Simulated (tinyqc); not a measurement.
Cyclotron masses against the field direction: averaged masses of warped heavy- and light-hole bands.

Four-band hole energies E = c k^2 f(u), c = hbar^2/2m0, f = g1 -/+ 2 sqrt(g2^2 + 3 (g3^2 - g2^2) s), s = ux^2 uy^2 + uy^2 uz^2 + uz^2 ux^2 for the unit vector u; minus for heavy, plus for light holes; the mass along u is 1/f.

Values chosen for the exercise (out of a larger set: near those of GaSb; not measured data): g1 = 13.37 (Luttinger gamma1); g2 = 4.73 (gamma2); g3 = 5.98 (gamma3).

For the central orbit m_cyc is the mean of 1/f(u) over the directions u normal to B (360 points on the circle). B lies in the (1-10) plane at the angle from [001]; 54.7 degrees is [111], 90 is [110].

Masses (m0):
```
angle (degrees),heavy,light
0.0,0.3619,0.0420
15.0,0.3858,0.0417
30.0,0.4484,0.0410
45.0,0.4980,0.0405
54.7,0.5042,0.0404
70.0,0.5015,0.0406
90.0,0.5013,0.0409
```

The heavy mass is smallest at 0 and largest at 54.7 degrees of the angles listed, a spread of 39 %; the light mass varies by 4.0 %. The orbit normal to [001] has s between 0 and 1/4, the orbit normal to [111] has s = 1/4 all round, which gives 1/(g1 - sqrt(g2^2 + 3 g3^2)) = 0.5042. This is the classical limit; low Landau levels of holes depart from it.

tinyqc: `OMP_NUM_THREADS=1 python tinyqc.py 1050398 1050399 out.jsonl`; about 0.02 s, one thread, shared Intel(R) Xeon(R) Processor @ 2.30GHz.
